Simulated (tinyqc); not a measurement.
Wannier functions of a composite (isolated) pair of valence bands (bonds of an sp chain): one step. Levels and the projector on the filled bands. Three cases, with inputs chosen for the exercise.

Question. Diagonalise; P = sum over the two lowest states of |psi><psi|.

Give: levels; P.

Case 1.

H(k) (eV), rows A<, A>, B<, B> and columns alike:
```
[[1.490000, -1.000000, 0, 3.737659-2.715568i],
 [-1.000000, 1.490000, -3.170000, 0],
 [0, -3.170000, -1.490000, -1.580000],
 [3.737659+2.715568i, 0, -1.580000, -1.490000]]
```

Answer.

levels (eV): [-5.3967, -3.2741, 3.5530, 5.1178]

P, rows A<, A>, B<, B> and columns alike:
```
[[0.3641, 0.1185-0.0437i, 0.0432-0.0202i, -0.3791+0.2638i],
 [0.1185+0.0437i, 0.3089, 0.4421-0.0138i, -0.0418+0.0133i],
 [0.0432+0.0202i, 0.4421+0.0138i, 0.6900, 0.1235-0.0277i],
 [-0.3791-0.2638i, -0.0418-0.0133i, 0.1235+0.0277i, 0.6370]]
```

The filled states put 1.346 electrons on A and 2.654 on B at this k.

Case 2.

H(k) (eV), rows A<, A>, B<, B> and columns alike:
```
[[0.500000, -1.720000, 0, -1.164994+3.585483i],
 [-1.720000, 0.500000, -4.680000, 0],
 [0, -4.680000, -0.500000, -0.620000],
 [-1.164994-3.585483i, 0, -0.620000, -0.500000]]
```

Answer.

levels (eV): [-5.3586, -3.3086, 3.1727, 5.4945]

P, rows A<, A>, B<, B> and columns alike:
```
[[0.4377, 0.0890+0.0341i, 0.0115+0.0038i, 0.1355-0.4675i],
 [0.0890-0.0341i, 0.4499, 0.4880+0.0125i, -0.0017-0.0098i],
 [0.0115-0.0038i, 0.4880-0.0125i, 0.5497, 0.0105+0.0947i],
 [0.1355+0.4675i, -0.0017+0.0098i, 0.0105-0.0947i, 0.5627]]
```

The filled states put 1.775 electrons on A and 2.225 on B at this k.

Case 3.

H(k) (eV), rows A<, A>, B<, B> and columns alike:
```
[[1.570000, -0.780000, 0, -0.905420+2.786596i],
 [-0.780000, 1.570000, -4.570000, 0],
 [0, -4.570000, -1.570000, -1.680000],
 [-0.905420-2.786596i, 0, -1.680000, -1.570000]]
```

Answer.

levels (eV): [-5.6052, -2.6926, 3.0162, 5.2816]

P, rows A<, A>, B<, B> and columns alike:
```
[[0.2721, 0.0206+0.0831i, 0.0135+0.0276i, 0.1134-0.4206i],
 [0.0206-0.0831i, 0.3495, 0.4669+0.0142i, -0.0409-0.0137i],
 [0.0135-0.0276i, 0.4669-0.0142i, 0.6529, 0.0776+0.0386i],
 [0.1134+0.4206i, -0.0409+0.0137i, 0.0776-0.0386i, 0.7255]]
```

The filled states put 1.243 electrons on A and 2.757 on B at this k.

Computed by tinyqc, one run a case: `OMP_NUM_THREADS=1 python tinyqc.py N N+1 out.jsonl` with N = 1450841, 1450868, 1451083; one thread of a shared Intel(R) Xeon(R) Processor @ 2.30GHz, about 0.3 s a run at most.
